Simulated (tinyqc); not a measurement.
## Tunnelling through a two-layer gate stack, WKB transmission and Tsu-Esaki current: effect of the tunnelling mass m2

Electrons leave the emitter at x = 0. Energies E (motion across the layers) are in eV from the emitter Fermi level; the collector Fermi level lies at -V and offers states at every E. No charge in the dielectric and no image force: F1 = V/(t1 + t2 eps1/eps2), F2 = F1 eps1/eps2; U = phi1 - F1 x in layer 1 and phi2 - F1 t1 - F2 (x - t1) in layer 2. With C = hbar^2/(2 m0), kappa = sqrt(m (U - E)/C) where U > E and 0 elsewhere; T(E) = exp(-S), S = 2 times the integral of kappa over x.

Each layer adds (2/F) sqrt(m/C) [G(u at its left edge) - G(u at its right edge)] to S, with u = U - E (0 where negative) and G(u) = (2/3) u^1.5. J = J0 times the integral of T(E) N(E) dE, N = ln[(1 + exp(-E/Vt))/(1 + exp((-E - V)/Vt))], J0 = q^2 me m0 kB T/(2 pi^2 hbar^3) (times 1e-4 for A/cm^2 per eV), from E = -Ef to far above the barrier (T = 1 there), by quadrature converged to the digits shown.

Inputs (values chosen for the exercise); layer 1 close to silicon nitride, layer 2 close to hafnium oxide: temperature T = 200 K; Fermi energy of the emitter above its band bottom Ef = 0.29 eV; emitter mass in the supply function me = 1 m0; barrier of layer 1 above the emitter Fermi level at zero bias phi1 = 2.15 eV; tunnelling mass of layer 1 m1 = 0.49 m0; thickness of layer 1 t1 = 0.6 nm; relative permittivity of layer 1 eps1 = 7.72; barrier of layer 2 at zero bias phi2 = 1.45 eV; thickness of layer 2 t2 = 1.4 nm; relative permittivity of layer 2 eps2 = 21.9; voltage across the dielectric V = 0.6 V.

Constants: q = 1.602176634e-19 C, kB = 1.380649e-23 J/K, hbar = 1.054571817e-34 J s, m0 = 9.1093837015e-31 kg, Vt = kB T/q, hbar^2/(2 m0) = 0.0380998212 eV nm^2. Results are converted to the units shown.

Result of one run:
```
S at E = 0  T(E = 0)  J (A/cm^2)  mean E of the current (eV)
16.12       9.950e-8       22.62                     -0.1556
```

Which tunnelling mass of layer 2 m2 gave this result: 0.12, 0.2, 0.4 or 0.5 m0?

m2 = 0.5 m0.

The whole series:
```
m2 (m0)  S at E = 0  T(E = 0)  J (A/cm^2)  mean E of the current (eV)
0.12          10.99  1.685e-5        5752                     -0.1703
0.15          11.57  9.420e-6        3065                     -0.1687
0.2           12.43  4.016e-6        1219                     -0.1663
0.25          13.18  1.895e-6       541.7                     -0.1642
0.31          13.98  8.449e-7       226.5                     -0.1619
0.4           15.06  2.878e-7       70.97                     -0.1587
0.5           16.12  9.950e-8       22.62                     -0.1556
0.63          17.36  2.901e-8       6.016                     -0.1519
```

J falls from 5750 to 6.02 A/cm^2. S goes as m2^(0.28): only one of the two layers feels this mass, so the power is below 0.5. In every row a layer is thinner than 0.8 nm, a few atomic planes, where an effective mass is a rough description.

Program tinyqc, `OMP_NUM_THREADS=1 python tinyqc.py 2540012 2540013 out.jsonl`; Intel Xeon 2.30GHz, shared host, one thread, about 0.03 s.
